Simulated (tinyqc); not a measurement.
# Hot electrons in a saturated n-channel MOSFET, lucky-electron model: what changes with what

Beyond pinch-off the lateral field grows as Esat cosh(y/l) over the velocity-saturated region (pseudo-two-dimensional model). Impact ionisation in this region gives the substrate current, which biases the body forward through Rsub. Currents are per width. Local-field laws: they overstate ionisation when the field peak is narrower than an energy relaxation length.

Inputs (values chosen for the exercise); values close to those of silicon n-channel devices: channel length L = 0.5 um; oxide thickness tox = 11 nm; junction depth xj = 160 nm; threshold VT = 0.78 V; effective mobility mu = 280 cm^2/(V s); saturation velocity vs = 9.6e6 cm/s; ionisation prefactor Ai = 2e6 1/cm; ionisation field Bi = 1.83 MV/cm; resistance of the lightly doped drain Rd = 0 ohm um; substrate resistance Rsub = 3500 ohm um; fall of VT per volt of forward body bias kb = 0.43; lifetime exponent m = 2.7; lifetime constant Hl = 1900 s uA/um; drain voltage Vd = 3.2 V; gate voltage Vg = 2.3 V.

Constants: eps0 = 8.8541878128e-14 F/cm where lengths are in cm. Results are converted to the units shown.

Each table varies one quantity; the others keep the values above.

## Effect of the gate voltage

Cox = 3.9 eps0/tox, l = sqrt(3 tox xj), Esat = 2 vs/mu. Overdrive g = Vg - VT + kb Vb; Vdsat = g Esat L/(g + Esat L); Id = Cox vs (g - Vdsat); dV = Vd - Id Rd - Vdsat; Em = sqrt((dV/l)^2 + Esat^2); Isub = Id (Ai/Bi) l Em exp(-Bi/Em). Vb = Rsub Isub is solved self-consistently. Lifetime tau = (Hl/Id)(Isub/Id)^(-m); 1 year = 3.15576e7 s.

Result of one run:
```
Vg (V)	Id (uA/um)	Em (MV/cm)	Isub (uA/um)	Isub/Id	tau (years)
1.78	68.206	0.34071	0.85786	0.012577	0.11938
```

What becomes of these results when the gate voltage Vg is changed from 1.78 to 2.63 V, all else the same?

Result of the changed run:
```
Vg (V)	Id (uA/um)	Em (MV/cm)	Isub (uA/um)	Isub/Id	tau (years)
2.63	195.58	0.28338	0.69024	0.0035292	1.2870
```

The whole series:
```
Vg (V)	Id (uA/um)	Em (MV/cm)	Isub (uA/um)	Isub/Id	tau (years)
0.93	1.8981	0.42614	0.087653	0.046180	0.12803
1.21	14.483	0.39375	0.43403	0.029969	0.053923
1.5	37.763	0.36489	0.72622	0.019231	0.068512
1.78	68.206	0.34071	0.85786	0.012577	0.11938
2.06	105.05	0.31947	0.86688	0.0082522	0.24183
2.35	148.80	0.30005	0.79601	0.0053495	0.55030
2.63	195.58	0.28338	0.69024	0.0035292	1.2870
2.92	248.00	0.26794	0.57036	0.0022998	3.2257
3.2	301.90	0.25453	0.46026	0.0015245	8.0412
```

As Vg goes from 0.93 to 3.2 V, Em falls from 0.426 to 0.255 MV/cm, Isub goes from 0.0877 through a maximum of 0.867 (at Vg = 2.06 V among the rows listed) to 0.460 uA/um and tau goes from 0.128 through a minimum of 0.0539 (at Vg = 1.21 V among the rows listed) to 8.04 years. Id grows with Vg while the rising Vdsat lowers the field, hence the bell shape; the peak row has Vg/Vd = 0.64.

## Effect of the resistance of the lightly doped drain

Same model as above.

Effect of the resistance of the lightly doped drain:
```
Rd (ohm um)	Id (uA/um)	Em (MV/cm)	Isub (uA/um)	Isub/Id	tau (years)
0	140.89	0.30323	0.81203	0.0057635	0.47524
150	140.88	0.30040	0.75998	0.0053945	0.56825
300	140.87	0.29758	0.71046	0.0050434	0.68152
500	140.85	0.29381	0.64826	0.0046023	0.87266
800	140.83	0.28817	0.56275	0.0039958	1.2782
1200	140.81	0.28066	0.46235	0.0032835	2.1723
1600	140.79	0.27316	0.37621	0.0026721	3.7894
```

As Rd goes from 0 to 1600 ohm um, Em falls from 0.303 to 0.273 MV/cm, Isub falls from 0.812 to 0.376 uA/um and tau rises from 0.475 to 3.79 years. From the first row to the last, log10(tau) changes by 0.90: 0.90 from (Isub/Id)^(-m), which holds Em and l, and under 0.005 from 1/Id. The price is 0.225 V dropped over Rd in the last row.

## Effect of the channel length

Same model as above.

Results:
```
L (um)	Id (uA/um)	Em (MV/cm)	Isub (uA/um)	Isub/Id	tau (years)
0.25	216.1	0.3364	2.507	0.01160	0.04688
0.35	178.0	0.3196	1.475	0.008282	0.1413
0.71	109.1	0.2892	0.4470	0.004098	1.541
1	83.15	0.2777	0.2522	0.003032	4.560
1.4	62.63	0.2687	0.1472	0.002350	12.05
2	45.71	0.2612	0.08599	0.001881	30.11
```

Estimate the missing row, L = 0.5 um.

Computed row:
```
L (um)	Id (uA/um)	Em (MV/cm)	Isub (uA/um)	Isub/Id	tau (years)
0.5	140.9	0.3032	0.8120	0.005763	0.4752
```

With this row back in the table: As L goes from 0.25 to 2 um, Em falls from 0.336 to 0.261 MV/cm, Isub falls from 2.51 to 0.0860 uA/um and tau rises from 0.0469 to 30.1 years. From the first row to the last, log10(tau) changes by 2.8: 2.1 from (Isub/Id)^(-m), which holds Em and l, and 0.67 from 1/Id. At L = 0.25 um the saturated region takes over 60 % of L, so using the full L in Vdsat is rough.

tinyqc, about 0.01 s, one thread, Intel Xeon 2.30GHz (shared host): `OMP_NUM_THREADS=1 python tinyqc.py 2550136 2550137 out.jsonl`
